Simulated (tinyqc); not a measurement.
Thermal resistances of a two-die stack.

Problem. Heat leaves through the lower die only, and the system is linear. Find the resistance R1 from the lower die to the coolant, R2 between the dies, and the rise of the upper die when both are powered.

Parameters, values chosen for the exercise:

| symbol | value | unit | meaning |
|---|---|---|---|
| P1 | 59 | W | power of the lower die |
| P2 | 13 | W | power of the upper die |

rises of the lower and upper die with only the lower one powered (K): 34.81  34.81
rises of the lower and upper die with only the upper one powered (K): 7.67  11.7

Answer. With only the lower die powered no heat crosses R2, so both dies rise by P1 R1; the difference in the second test is P2 R2; rises add.

R1 = 0.5900 K/W
R2 = 0.3100 K/W
rise of the upper die = 46.51 K

Computed by the program tinyqc: `OMP_NUM_THREADS=1 python tinyqc.py 2162064 2162065 out.jsonl`, one thread of a shared Intel Xeon 2.30GHz, about 0.02 s for the whole run.
